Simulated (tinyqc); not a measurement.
Line constants from open and short measurements.

Inverse problem. A uniform line of length len, under a quarter wavelength, has Z_open = Zc coth(gamma len) and Z_short = Zc tanh(gamma len); gamma Zc = r + i w l and gamma/Zc = g + i w c, w = 2 pi f. Find r, l and c.

Inputs (values chosen for the exercise):
```
symbol,value,unit,meaning
len,0.46,mm,length
f,1.3,GHz,frequency
```

Zin with the far end open = 21.0859-1751.4144i ohm
Zin with the far end shorted = 10.707425+1.134235i ohm

Solution. The product of the two impedances is Zc^2 and their ratio tanh^2(gamma len); the principal branch holds below a quarter wavelength.

r = 23.3 ohm/mm
l = 0.308 nH/mm
c = 152 pF/m

tinyqc, about 0.01 s, one thread, Intel Xeon 2.30GHz (shared host): `OMP_NUM_THREADS=1 python tinyqc.py 2810178 2810179 out.jsonl`
